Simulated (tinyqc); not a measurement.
Inside a calculation. Model: AlGaN/GaN HEMT with access regions, lumped model.

Numbers from tinyqc (`OMP_NUM_THREADS=1 python tinyqc.py 2570019 2570020 out.jsonl`; about 0.02 s on one thread of a shared Intel Xeon 2.30GHz). Printed values are rounded.

A polarisation-induced electron sheet under a Schottky gate, in series with two ungated access regions and contacts. Drift law v = mu E/(1 + mu E/vs) under the gate. Currents in mA/mm, resistances in ohm mm. No self-heating, no channel-length modulation; fits for polarisation, barrier and offset are chosen for the exercise.

Parameters, values chosen for the exercise; values close to those of AlGaN/GaN structures:
- x = 0.33 (aluminium share of the barrier)
- d = 15 nm (barrier thickness)
- eps_r = 9.2 (relative permittivity of barrier and channel)
- mu = 1800 cm^2/(V s) (channel mobility)
- vs = 1e7 cm/s (saturation velocity)
- Lg = 0.5 um (gate length)
- Ls = 2 um (source access length)
- Ld = 8 um (drain access length)
- Rc = 0.56 ohm mm (resistance of each contact)
- ft = 0 (share of the drain-access electrons removed by traps)
- Vg = -1 V (gate voltage)
- Vd = 4 V (drain voltage)
- Ec = 2.5 MV/cm (critical field)
- te = 0.41 um (depth over which the depleted charge spreads)
- tf = 200 nm (insulator under the field plate)
- ei = 3.9 (relative permittivity of that insulator)

Constants: q = 1.602176634e-19 C, eps0 = 8.8541878128e-14 F/cm where lengths are in cm. Results are converted to the units shown.

## Polarisation charge, threshold and sheet resistance

sigma = (5e13 x + 1.6e13 x^2) cm^-2, phiB = 0.84 + 1.3 x, dEc = 0.7 (1.71 x + x^2) in volts, Cb = eps0 eps_r/d, VT = phiB - dEc - q sigma/Cb, access density n0 = -Cb VT/q. Rsh = 1/(q mu n0); largest access current q n0 vs.

sigma = 1.82424e13 cm^-2
Cb = 0.543057 uF/cm^2
VT = -4.58428 V
n0 = 1.55384e13 cm^-2
Rsh = 223.157 ohm
q n0 vs = 2489.53 mA/mm

## Iteration 1: drain current

I at the start = 720 mA/mm

Access resistance R(L, n) = L/(q mu n sqrt(1 - (I/(q n vs))^2)); Rs = Rc + R(Ls, n0), Rd = Rc + R(Ld, (1 - ft) n0). Vg' = Vg - I Rs, Vd' = Vd - I (Rs + Rd); with u = Vg' - VT, Vc = vs Lg/mu and w the smaller of Vd' and Vc [sqrt(1 + 2 u/Vc) - 1] (0 if negative), the channel gives (mu Cb/Lg)(u w - w^2/2)/(1 + w/Vc). I(new) = I + 0.5 (channel current - I).

Rs = 1.02624 ohm mm
Rd = 2.42496 ohm mm
Vg' = -1.73889 V
Vd' = 1.51514 V
channel current = 996.814 mA/mm
I after iteration 1 = 858.407 mA/mm

## Iteration 2: drain current

As before.

Rs = 1.03547 ohm mm
Rd = 2.46189 ohm mm
Vg' = -1.88886 V
Vd' = 0.997836 V
channel current = 933.169 mA/mm
I after iteration 2 = 895.788 mA/mm

## Course of the iteration: drain current

Stop when I changes by less than 1e-6 mA/mm, or after 60 iterations. I must stay below q (1 - ft) n0 vs.

Course of the iteration:
```
iteration  I (mA/mm)  |change| (mA/mm)
1            858.407               138
2            895.788              37.4
3            904.208              8.42
4            905.428              1.22
5            905.580             0.152
6            905.598            0.0184
7            905.600           2.23e-3
8            905.601           2.71e-4
9            905.601           3.28e-5
10           905.601           3.97e-6
11           905.601           4.80e-7
```

Converged in 11 iterations. At the end each change is about 0.12 times the one before: linear convergence. Of Vd, 20.4 % reaches the channel; the access current is 36 % of its limit.

## On-resistance and breakdown

sigma = (5e13 x + 1.6e13 x^2) cm^-2, phiB = 0.84 + 1.3 x, dEc = 0.7 (1.71 x + x^2) in volts, Cb = eps0 eps_r/d, VT = phiB - dEc - q sigma/Cb, access density n0 = -Cb VT/q. Ron = 2 Rc + Ls/(q mu n0) + Ld/(q mu (1 - ft) n0) + Lg/(mu Cb (Vg - VT)). Off state: a depleted stretch that holds the voltage V has the peak field sqrt(k V), k = 2 q n0/(eps0 eps_r te), so one edge holds V1 = Ec^2/k. The sheet under the plate pinches off at Vf = q n0 (1/Cb + tf/(eps0 ei)); beyond it the gate edge is screened. BV = V1 if Vf >= V1, else Vf + V1, and at most Ec Ld. Specific resistance Ron (Ls + Lg + Ld); figure of merit BV^2 over it.

Ron = 3.49428 ohm mm
Vf = 148.774 V
V1 = 41.9231 V
BV = 41.9231 V
specific resistance = 0.366899 mohm cm^2
figure of merit = 4.79028 MW/cm^2

The plate pinches off too late to screen the gate edge, so it adds nothing.
